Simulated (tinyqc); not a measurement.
Worked calculation: Hubbard chain of 2 sites. One step of it, computed by the program tinyqc.

Task: Mean-field iteration 2. H(up) = T + U n(down), H(down) = T + U n(up); fill the lowest levels; n(new) = n + mixing (n(out) - n); E = tr T (rho up + rho down) + U sum n_up n_down of the output.

one-body matrix (hopping and site energies) (eV), order 1, 2:
```
[[0.780000, -1.100000],
 [-1.100000, -0.700000]]
```

U = 4.500000 eV

electrons, up and down: [1, 1]

mixing = 0.200000

n(up) after iteration 1: [0.788497, 0.211503]

n(down) after iteration 1: [0.171508, 0.828492]

Give: levels, up; levels, down; energy; n(up) after iteration 2; n(down) after iteration 2.

Result:

levels, up (eV): [0.965, 3.615]

levels, down (eV): [-0.026, 4.606]

energy = -0.448 eV

n(up) after iteration 2: [0.787, 0.213]

n(down) after iteration 2: [0.149, 0.851]
